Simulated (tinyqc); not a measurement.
# Insulator thickness and V0 from two charges

Question. In an undoped wire Vg - V0 = Q/Cox + Vt ln(Q/Q0) + Vt ln(1 + Q/Q0) at the source, with Q0 = 4 eps0 eps_r Vt/R and Cox = eps0 eox/(R ln(1 + tox/R)). Find Cox, tox and V0.

Values chosen for this exercise; material values those of a made-up semiconductor:

| symbol | value | unit | meaning |
|---|---|---|---|
| T | 293 | K | temperature |
| eps_r | 15.2 |  | relative permittivity of the semiconductor |
| eox | 8.86 |  | relative permittivity of the gate insulator |
| R | 8 | nm | wire radius |

Constants: q = 1.602176634e-19 C, kB = 1.380649e-23 J/K, Vt = kB T/q, eps0 = 8.8541878128e-14 F/cm where lengths are in cm. Results are converted to the units shown.

Qs at Vg = 0.99 and 1.39 V (nC/cm^2): 411.76917  1004.9119

Answer. The two equations are linear in 1/Cox and V0; tox follows by inverting the logarithm.

Cox = 1.65 uF/cm^2
tox = 6.50 nm
V0 = 0.687 V

Numbers from tinyqc (`OMP_NUM_THREADS=1 python tinyqc.py 2460143 2460144 out.jsonl`; about 0.04 s on one thread of a shared Intel Xeon 2.30GHz).
